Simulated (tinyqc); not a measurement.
Telling the models apart: thermal, flicker and telegraph noise of a field-effect transistor. Computed by tinyqc, a small Python program. Command: `OMP_NUM_THREADS=1 python tinyqc.py 3000517 3000518 out.jsonl noise walk`. One thread of a shared host (Intel(R) Xeon(R) Processor @ 2.30GHz), about 0.01 s of CPU time with the checks.

Strong inversion, threshold roll-off and channel-length modulation left out; noise sources are uncorrelated and are given as one-sided spectral densities.

Inputs (values chosen for the exercise, modelled on a high-k silicon transistor):
```
quantity                                   value         unit
width W                                        4   micrometre
length L                                     120           nm
electrical oxide thickness t                 3.6           nm
mobility mu                                   82   cm^2/(V s)
saturation velocity v_s                     0.78     1e7 cm/s
oxide trap density N_t                   1.5e+16  1/(eV cm^3)
oxide barrier phi                            1.9           eV
oxide mass m_ox                             0.25          m_0
Coulomb scattering coefficient alpha_sc     8900        V s/C
frequency f                                  100           Hz
temperature T                                400            K
```

Operating region: saturation. Flicker model: number with correlated mobility.

Constants: eps_0 = 8.8541878128e-12 F/m; hbar = 1.054571817e-34 J s; m_0 = 9.1093837015e-31 kg; e = 1.602176634e-19 C; k_B = 8.617333262e-05 eV/K.

Method. C_ox = 3.9 eps_0/t; V_c = 2 v_s L/mu; I = W C_ox v_s V_ov^2/(V_ov + V_c); g_m = W C_ox v_s V_ov (V_ov + 2 V_c)/(V_ov + V_c)^2; g_d0 = mu C_ox (W/L) V_ov. Tunnelling length lambda = hbar/(2 sqrt(2 m_ox phi)); flat-band noise S_Vfb = e^2 k_B T lambda N_t/(W L C_ox^2 f). S_I = g_m^2 S_Vfb (1 + alpha_sc mu C_ox I/g_m)^2.

Against the overdrive:
```
V_ov (V)  I (microampere)  (g_m/I)^2 (1/V^2)  S_I/I^2 (1/Hz)  S_I/g_m^2 (V^2/Hz)
0.20                48.21             92.107      4.5124e-11          4.8991e-13
0.25                73.85             57.839      2.9354e-11          5.0751e-13
0.32               117.73             34.408      1.8346e-11          5.3320e-13
0.40               178.47             21.412      1.2078e-11          5.6407e-13
0.50               268.85             13.254      8.0183e-12          6.0496e-13
0.63               407.77              8.016      5.3069e-12          6.6202e-13
0.80               621.27              4.733      3.5192e-12          7.4348e-13
1.00               911.60              2.874      2.4419e-12          8.4955e-13
```

What does the comparison show, and why?

S_I/I^2 falls as V_ov^-1.93 at first and V_ov^-1.64 at the end; (g_m/I)^2 as V_ov^-2.09 and V_ov^-2.24. The input-referred noise rises by a factor 1.73, because trapped charge also scatters, and that term grows with I/g_m.
